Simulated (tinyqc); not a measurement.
Gas flow in a process chamber: flow regimes, conductance, effective pumping speed, pump-down, outgassing and purge: one step, computed by the program tinyqc.

Ideal gas, isothermal flow, a pump of constant speed at the end of a round pipe; process gas, volume gas and outgassing are given the same properties. 1 sccm = 101325 Pa x 1e-6 m^3/60 s x T/273.15 K.

Question. Time to base pressure. From the outgassing limit: t = 1 h x (q_1 A/(S_eff p_target))^(1/n) - 10 s; monolayer time at the target = 1e19 m^-2 x 4 k_B T/(p c) for unit sticking.

Inputs (values chosen for the exercise, modelled on oxygen near room temperature):

| quantity | value | unit |
|---|---|---|
| temperature T | 300 | K |
| wall area | 0.54 | m^2 |
| outgassing rate after 1 h | 1.7e-06 | Pa m^3/(s m^2) |
| outgassing exponent n | 0.93 | - |
| target base pressure | 6e-05 | Pa |

S_eff in molecular flow = 8.935617 L/s

mean speed c = 445.5257 m/s

Constants: k_B = 1.380649e-23 J/K.

Give: time to the target; monolayer time.

Answer.

time to the target = 1.780 h

monolayer time = 6.198 s
